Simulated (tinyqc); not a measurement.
Gain against electron density: polytypes and stacking faults of a tetrahedral semiconductor in an axial Ising model with couplings up to third neighbours. Computed by tinyqc, a small Python program. Command: `OMP_NUM_THREADS=1 python tinyqc.py 3003889 3003890 out.jsonl polytype walk`. One thread of a shared host (Intel(R) Xeon(R) Processor @ 2.30GHz), about 0.01 s of CPU time with the checks.

Each double layer has s = +1 or -1 for the sense of its stacking step; E per pair of atoms = E0 - sum_n J_n <s_i s_(i+n)>, n = 1, 2, 3. Hexagonality h = (1 - <s_i s_(i+1)>)/2.

Inputs (values chosen for the exercise, for a model crystal): J1 = -4.35 meV/pair; J2 = -0.443 meV/pair; J3 = 0.14 meV/pair; basal lattice constant a = 3.19 angstrom; binding energy of the fault level E_b = 0.033 eV; in-plane mass m = 0.33 m0; effective density of states N_c at 300 K = 3.1e+19 1/cm^3; temperature T = 450 K.

Host polytype: 2H.

Constants: 1 eV/angstrom^2 = 16.02176634 J/m^2; m_0 = 9.1093837015e-31 kg; hbar = 1.054571817e-34 J s; k_B = 1.380649e-23 J/K; k_B = 8.617333262e-05 eV/K.

Method. Faults in 2H: the sequences I1 (+), I2 (++), E (+++) are put between perfect repeats; k_n = (layers x C_n of the host) - sum_i s_i s_(i+n). gamma = sum k_n J_n/A, A = (sqrt 3/2) a^2; 1 meV/angstrom^2 = 16.02177 mJ/m^2. The fault binds electrons in a two-dimensional band E_b below the conduction edge, g2 = m m0/(pi hbar^2) for one valley. With the Fermi level held by the bulk, eta = ln[n/N_c(T)], N_c(T) = N_c (T/300)^1.5, the grand potential falls by g2 (k_B T)^2 F1(x), x = eta + E_b/(k_B T), F1(x) = integral from 0 to infinity of ln(1 + exp(x - t)) dt; sheet density g2 k_B T ln(1 + e^x). Band bending by the trapped charge is left out, so the gain is an upper bound.

fault coefficients k_n, rows I1, I2, E, columns J1, J2, J3:
$$\begin{pmatrix}
-2 & 4 & -6 \\
-4 & 4 & -4 \\
-6 & 4 & -6
\end{pmatrix}$$

energy of the glide fault, I2 = 27.3939 mJ/m^2

At T:
```
n (1/cm^3)        x  sheet density (1/cm^2)  gain (mJ/m^2)  gain/gamma  gain/gamma at T + 200 K
1.00e+14    -12.402              2.1983e+07     1.3658e-06  4.9857e-08               4.6116e-08
1.00e+15    -10.099              2.1982e+08     1.3658e-05  4.9856e-07               4.6116e-07
1.00e+16     -7.796              2.1978e+09     1.3656e-04  4.9852e-06               4.6114e-06
1.00e+17     -5.494              2.1938e+10     1.3644e-03  4.9806e-05               4.6095e-05
1.00e+18     -3.191              2.1543e+11     1.3520e-02  4.9353e-04               4.5908e-04
5.00e+18     -1.582              9.9957e+11     6.5066e-02  2.3752e-03               2.2553e-03
2.00e+19     -0.195              3.2084e+12     2.3123e-01  8.4409e-03               8.4961e-03
```

What follows from these numbers?

For x well below 0 the gain is k_B T times the sheet density and linear in n; for x well above 0 the well fills and the gain grows only about as x^2. It stays below the fault energy in all rows; 200 K more changes it by a factor 0.93 at 1e16.
